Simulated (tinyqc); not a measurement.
Polytypes and stacking faults of a tetrahedral semiconductor in an axial Ising model with couplings up to third neighbours: one step, computed by the program tinyqc.

Each double layer has s = +1 or -1 for the sense of its stacking step; E per pair of atoms = E0 - sum_n J_n <s_i s_(i+n)>, n = 1, 2, 3. Hexagonality h = (1 - <s_i s_(i+1)>)/2.

Task: Back from three energies to J1, J2, J3. With d2, d4, d6 the energies of 2H, 4H, 6H over 3C: d2 = 2 J1 + 2 J3, d4 = J1 + 2 J2 + J3, d6 = (2/3) J1 + (4/3) J2 + 2 J3, so J2 = (d4 - d2/2)/2, J3 = (3/4)(d6 - (2/3) d4), J1 = d2/2 - J3.

E(2H) - E(3C) = 4.24 meV/pair

E(6H) - E(3C) = 1.3832 meV/pair

E(4H) - E(3C) = 1.9748 meV/pair

Give: J1 recovered; J2 recovered; J3 recovered.

Result:

J1 recovered = 2.07 meV/pair

J2 recovered = -0.0726 meV/pair

J3 recovered = 0.05 meV/pair
